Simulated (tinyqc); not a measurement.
Polytypes and stacking faults of a tetrahedral semiconductor in an axial Ising model with couplings up to third neighbours: one step, computed by the program tinyqc. Command: `OMP_NUM_THREADS=1 python tinyqc.py 3003575 3003576 out.jsonl polytype walk`. One thread of a shared host (Intel(R) Xeon(R) Processor @ 2.30GHz), about 0.01 s of CPU time with the checks.

Each double layer has s = +1 or -1 for the sense of its stacking step; E per pair of atoms = E0 - sum_n J_n <s_i s_(i+n)>, n = 1, 2, 3. Hexagonality h = (1 - <s_i s_(i+1)>)/2.

Task: Stacking-fault energies. Faults in 4H: the sequences single Shockley (31) (+++-), double Shockley (62) (++++++--), Frank-type (32) (+++--) are put between perfect repeats; k_n = (layers x C_n of the host) - sum_i s_i s_(i+n). gamma = sum k_n J_n/A, A = (sqrt 3/2) a^2; 1 meV/angstrom^2 = 16.02177 mJ/m^2.

Inputs (values chosen for the exercise, for a model crystal):
```
quantity,value,unit
J1,2.42,meV/pair
J2,-4.69,meV/pair
J3,-0.25,meV/pair
basal lattice constant a,3.08,angstrom
```

Host polytype: 4H.

fault coefficients k_n:
```
,J1,J2,J3
single Shockley (31),0,-4,0
double Shockley (62),-4,-8,0
Frank-type (32),-1,-2,3
```

Constants: 1 eV/angstrom^2 = 16.02176634 J/m^2.

Give: gamma; energy of the glide fault, single Shockley (31).

Result:

gamma (mJ/m^2): single Shockley (31) 36.586, double Shockley (62) 54.293, Frank-type (32) 12.111

energy of the glide fault, single Shockley (31) = 36.586 mJ/m^2

The cheapest is the Frank-type (32) fault.
